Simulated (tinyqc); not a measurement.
Alloy A(1-x)B(x) by interpolation with bowing: one step. Gaps and lattice constant at x. Five cases, with inputs chosen for the exercise.

Question. Also give the wavelength hc/E of the lowest gap.

Each gap follows E(x) = (1 - x) E_A + x E_B - C x (1 - x); the lattice constant follows Vegard, a(x) = (1 - x) a_A + x a_B.

Constants: hc = 1239.841984 eV nm.

Give: a(x); linear parts; bowing terms C x (1 - x); gaps; wavelength of the lowest gap.

Case 1.

Values chosen (A near GaAs, B near InAs; the results hold for these values, not for the real material): a = (5.659, 6.052) angstrom (lattice constant of A, B); x = 0.74 (fraction of B); Eg = (1.516, 0.417) eV (gap at Gamma to the s-like level of A, B); EgX = (1.99, 1.45) eV (gap to the lowest valley along Gamma-X of A, B); EgL = (1.805, 1.122) eV (gap to L of A, B); C = (0.548, 1.313, 0.291) eV (bowing of the Gamma, X and L gaps).

Answer.

a(x) = 5.9498 angstrom

linear parts (eV): Gamma 0.7027, X 1.5904, L 1.2996

bowing terms C x (1 - x) (eV): Gamma 0.1054, X 0.2526, L 0.0560

gaps (eV): Gamma 0.5973, X 1.3378, L 1.2436

wavelength of the lowest gap = 2075.7 nm

The lowest valley is Gamma, so the gap is direct; the next, L, lies 646 meV higher.

Case 2.

Values chosen (A near InP, B near GaP; the results hold for these values, not for the real material): a = (5.874, 5.458) angstrom (lattice constant of A, B); x = 0.56 (fraction of B); Eg = (1.41, 2.925) eV (gap at Gamma to the s-like level of A, B); EgX = (2.396, 2.365) eV (gap to the lowest valley along Gamma-X of A, B); EgL = (1.989, 2.686) eV (gap to L of A, B); C = (0.616, 0.209, 0.996) eV (bowing of the Gamma, X and L gaps).

Answer.

a(x) = 5.6410 angstrom

linear parts (eV): Gamma 2.2584, X 2.3786, L 2.3793

bowing terms C x (1 - x) (eV): Gamma 0.1518, X 0.0515, L 0.2454

gaps (eV): Gamma 2.1066, X 2.3271, L 2.1339

wavelength of the lowest gap = 588.5 nm

The lowest valley is Gamma, so the gap is direct; the next, L, lies 27 meV higher.

Case 3.

Values chosen (A near InAs, B near AlAs; the results hold for these values, not for the real material): a = (6.059, 5.661) angstrom (lattice constant of A, B); x = 0.45 (fraction of B); Eg = (0.42, 3.067) eV (gap at Gamma to the s-like level of A, B); EgX = (1.424, 2.248) eV (gap to the lowest valley along Gamma-X of A, B); EgL = (1.139, 2.438) eV (gap to L of A, B); C = (0.771, 0, 0) eV (bowing of the Gamma, X and L gaps).

Answer.

a(x) = 5.8799 angstrom

linear parts (eV): Gamma 1.6112, X 1.7948, L 1.7235

bowing terms C x (1 - x) (eV): Gamma 0.1908, X 0.0000, L 0.0000

gaps (eV): Gamma 1.4203, X 1.7948, L 1.7235

wavelength of the lowest gap = 872.9 nm

The lowest valley is Gamma, so the gap is direct; the next, L, lies 303 meV higher.

Case 4.

Values chosen (A near GaP, B near InP; the results hold for these values, not for the real material): a = (5.448, 5.864) angstrom (lattice constant of A, B); x = 0.14 (fraction of B); Eg = (2.918, 1.439) eV (gap at Gamma to the s-like level of A, B); EgX = (2.365, 2.395) eV (gap to the lowest valley along Gamma-X of A, B); EgL = (2.688, 1.99) eV (gap to L of A, B); C = (0.746, 0.221, 1.004) eV (bowing of the Gamma, X and L gaps).

Answer.

a(x) = 5.5062 angstrom

linear parts (eV): Gamma 2.7109, X 2.3692, L 2.5903

bowing terms C x (1 - x) (eV): Gamma 0.0898, X 0.0266, L 0.1209

gaps (eV): Gamma 2.6211, X 2.3426, L 2.4694

wavelength of the lowest gap = 529.3 nm

The lowest valley is X, so the gap is indirect; the next, L, lies 127 meV higher.

Case 5.

Values chosen (A near Ge, B near Si; the results hold for these values, not for the real material): a = (5.657, 5.437) angstrom (lattice constant of A, B); x = 0.31 (fraction of B); Eg = (0.887, 4.184) eV (gap at Gamma to the s-like level of A, B); EgX = (0.938, 1.18) eV (gap to the lowest valley along Gamma-X of A, B); EgL = (0.735, 2.073) eV (gap to L of A, B); C = (0.171, 0.22, 0) eV (bowing of the Gamma, X and L gaps).

Answer.

a(x) = 5.5888 angstrom

linear parts (eV): Gamma 1.9091, X 1.0130, L 1.1498

bowing terms C x (1 - x) (eV): Gamma 0.0366, X 0.0471, L 0.0000

gaps (eV): Gamma 1.8725, X 0.9660, L 1.1498

wavelength of the lowest gap = 1283.5 nm

The lowest valley is X, so the gap is indirect; the next, L, lies 184 meV higher.

Computed by tinyqc, one run a case: `OMP_NUM_THREADS=1 python tinyqc.py N N+1 out.jsonl` with N = 1051514, 1051566, 1080030, 1080212, 1080233; one thread of a shared Intel(R) Xeon(R) Processor @ 2.30GHz, about 0.01 s a run at most.
